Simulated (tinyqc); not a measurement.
Worked calculation: lattice vibrations of a chain. One step of it, computed by the program tinyqc.

Task: Frequencies. omega^2 are the eigenvalues; wavenumber = 521.4708 sqrt(eigenvalue) 1/cm.

D(q) (eV/(angstrom^2 u)):
```
[[0.190559, -0.412877, 0.000000, -0.022751+0.180092i],
 [-0.412877, 4.014493, -1.134253, 0.000000],
 [0.000000, -1.134253, 1.147260, -0.612919],
 [-0.022751-0.180092i, 0.000000, -0.612919, 1.000000]]
```

Give: eigenvalues; wavenumbers; weights |e|^2 of the mass-weighted modes.

Result:

eigenvalues: [0.0365, 0.3783, 1.4807, 4.4568]

wavenumbers (1/cm): [99.6, 320.7, 634.6, 1100.9]

weights |e|^2 of the mass-weighted modes, order atom 1, atom 2, atom 3, atom 4:
```
[[0.6981, 0.2782, 0.0154, 0.0083],
 [0.0323, 0.0290, 0.0610, 0.8778],
 [0.1353, 0.4231, 0.3313, 0.1103],
 [0.1344, 0.2697, 0.5924, 0.0036]]
```
